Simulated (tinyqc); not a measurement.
# Pinning factor and decay constant from two barriers

Question. phiB = S (phiM - chi) + (1 - S)(Eg - E0) with S = 1/(1 + (1/S0 - 1) exp(-be ti)). Find S0, S at the given thickness and be.

Values chosen for this exercise; semiconductor values close to those of silicon; interlayer mass of the order of that in hafnium oxide, offset chosen freely:
- Eg = 1.1 eV (band gap)
- chi = 3.93 eV (electron affinity)
- E0 = 0.37 eV (charge-neutrality level above the valence band)
- phiM = 4.37 eV (metal work function)

phiB at ti = 0, 0.3 nm (eV): [0.6517, 0.54306657]

Solution. Each barrier gives its S by linear interpolation between the pinned and the unpinned value; the ratio of the two values of 1/S - 1 is exp(be ti).

S0 = 0.270
S = 0.645
be = 5.30 1/nm

Program tinyqc, `OMP_NUM_THREADS=1 python tinyqc.py 2270002 2270003 out.jsonl`; Intel Xeon 2.30GHz, shared host, one thread, about 0.03 s.
